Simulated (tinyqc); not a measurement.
Inside a calculation. Method: lattice vibrations of a chain. One step of it, computed by the program tinyqc.

Problem. Dynamical matrix at q = 0.45. q is in units of 2 pi/a. A spring k from atom i to atom j, n cells on, adds k to Phi_ii and Phi_jj, -k exp(2 pi i q n) to Phi_ij and the conjugate to Phi_ji (for one atom a cell: 2k (1 - cos 2 pi q n)); D_ij = Phi_ij / sqrt(m_i m_j).

A chain moving along its axis:
```
atom    mass (u)  spring to the next atom (eV/angstrom^2)
1     117.100000                                13.100000
2      13.200000                                11.400000
3      79.500000                                 9.800000
4      48.600000                                 9.900000
```

Give: D(q).

Solution.

D(q) (eV/(angstrom^2 u)), lower triangle (Hermitian):
```
              1       2       3      4
1         0.196
2        -0.333   1.856
3         0.000  -0.352   0.267
4  0.125-0.041i   0.000  -0.158  0.405
```
